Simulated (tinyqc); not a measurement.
# MOSFET in saturation, small-signal circuit and noise: what changes with what

Bias by the inversion coefficient IC = I/Ispec (charge-based model with velocity saturation; weak inversion below 0.1, strong above 10). Common-source circuit: gm, gds, Cgs, Cgd and Cj at the inner nodes, Rg in series with the gate; quasi-static, no source or drain resistance, no gate-body capacitance, no substrate network, no induced gate noise, so fmax is an upper estimate.

Values chosen for this exercise: temperature T = 325 K; gate length L = 130 nm; total gate width W = 5 um; gate capacitance Cox = 2.01 uF/cm^2; mobility mu = 150 cm^2/(V s); slope factor n = 1.16; velocity-saturation length Ls = 20 nm; ratio gds/gm sg = 0.025; overlap and fringe capacitance per side Cov = 0.28 fF/um; drain junction capacitance Cj = 0.7 fF/um; sheet resistance of the gate Rsh = 15 ohm; finger width Wf = 4 um; gate contact and vertical resistance Rc = 50 ohm um; short-channel excess of the noise factor gw = 0.14; oxide trap density Nt = 4e17 cm^-3 eV^-1; tunnelling length into the oxide lt = 0.1 nm; Coulomb scattering coefficient ac = 1000 V s/C.

Constants: q = 1.602176634e-19 C, kB = 1.380649e-23 J/K, Vt = kB T/q. Results are converted to the units shown.

Each table varies one quantity; the others keep the values above.

## Effect of the inversion coefficient on speed and noise

Ispec = 2 n mu Cox (W/L) Vt^2, lc = Ls/L, gms = [sqrt((lc IC + 1)^2 + 4 IC) - 1]/[2 + lc (lc IC + 1)], gm = gms Ispec/(n Vt), gds = sg gm. qs = [sqrt(1 + 4 IC) - 1]/2, Cgs = Cox W L qs (2 qs + 3)/(3 (qs + 1)^2) + Cov W, Cgd = Cov W, Cd = Cj W, Rg = Rsh (Wf/L)/(12 Nf) + Rc/W with Nf = W/Wf fingers (not rounded) contacted at both ends. fT = gm/(2 pi (Cgs + Cgd)), fmax = fT/(2 sqrt(Rg (gds + 2 pi fT Cgd))). Channel noise Sid = 4 kB T gam n gm with gam = (1/2 + (2/3) qs)/(1 + qs) + gw lc IC, qs = [sqrt(1 + 4 IC) - 1]/2, lc = Ls/L (the last term an empirical rise with velocity saturation); at the gate, white noise Sw = Sid/gm^2 + 4 kB T Rg. Number fluctuation with correlated mobility: S(f) = K/f, K = q^2 Vt lt Nt/(W L Cox^2) (1 + ac mu Cox I/gm)^2, Vt in eV with Nt per eV. Corner fc = K/Sw. IC is held fixed.

The same in every row: Rg (ohm) = 40.77.

Result of one run:
```
IC,I (uA),fT (GHz),fmax (GHz),sqrt(Sw) (nV/Hz^0.5),fc (MHz)
0.1,2.110,2.434,39.84,13.51,0.6130
```

What becomes of these results when the inversion coefficient IC is changed from 0.1 to 0.3, all else the same?

Result of the changed run:
```
IC,I (uA),fT (GHz),fmax (GHz),sqrt(Sw) (nV/Hz^0.5),fc (MHz)
0.3,6.330,4.756,55.09,8.559,1.532
```

The whole series:
```
IC,I (uA),fT (GHz),fmax (GHz),sqrt(Sw) (nV/Hz^0.5),fc (MHz)
0.03,0.6330,0.9495,25.03,23.62,0.2003
0.1,2.110,2.434,39.84,13.51,0.6130
0.3,6.330,4.756,55.09,8.559,1.532
1,21.10,8.685,73.27,5.651,3.541
3,63.30,14.58,93.71,4.214,6.462
10,211.0,25.11,121.8,3.430,10.08
30,633.0,38.29,149.7,3.341,11.32
```

As IC goes from 0.03 to 30, fT rises from 0.949 to 38.3 GHz, fmax rises from 25.0 to 150 GHz, the white noise falls from 23.6 to 3.34 nV/Hz^0.5 and the corner rises from 0.200 to 11.3 MHz. For IC = 0.03 to 10 fmax exceeds 4 fT, where channel resistance and substrate losses, left out here, would cap it.

## From weak to strong inversion

Same model as above.

The last column is the figure of merit (gm/I) fT.

Result of one run:
```
IC,I (uA),gm/I (1/V),fT (GHz),fmax (GHz),(gm/I) fT (THz/V)
1,21.10,18.50,8.685,73.27,0.1607
```

What becomes of these results when the inversion coefficient IC is changed from 1 to 100, all else the same?

Result of the changed run:
```
IC,I (uA),gm/I (1/V),fT (GHz),fmax (GHz),(gm/I) fT (THz/V)
100,2110,1.692,51.41,173.0,0.08699
```

The whole series:
```
IC,I (uA),gm/I (1/V),fT (GHz),fmax (GHz),(gm/I) fT (THz/V)
0.01,0.2110,30.45,0.3494,15.21,0.01064
0.03,0.6330,29.84,0.9495,25.03,0.02833
0.1,2.110,28.02,2.434,39.84,0.06819
0.3,6.330,24.44,4.756,55.09,0.1162
1,21.10,18.50,8.685,73.27,0.1607
3,63.30,12.73,14.58,93.71,0.1855
10,211.0,7.488,25.11,121.8,0.1880
30,633.0,4.052,38.29,149.7,0.1551
100,2110,1.692,51.41,173.0,0.08699
```

The efficiency gm/I falls from 30.5 to 1.69 1/V while fT rises from 0.349 to 51.4 GHz; fT goes as IC^(0.91) at the start and IC^(0.24) at the end (1/2 for a long channel, 0 at full velocity saturation, which sets in near IC = 1/lc^2 = 42.2). Their product goes from 0.0106 through a maximum of 0.188 (at IC = 10 among the rows listed) to 0.0870 THz/V. For IC = 0.01 to 10 fmax exceeds 4 fT, where channel resistance and substrate losses, left out here, would cap it.

tinyqc, about 0.01 s, one thread, Intel Xeon 2.30GHz (shared host): `OMP_NUM_THREADS=1 python tinyqc.py 2150063 2150064 out.jsonl`
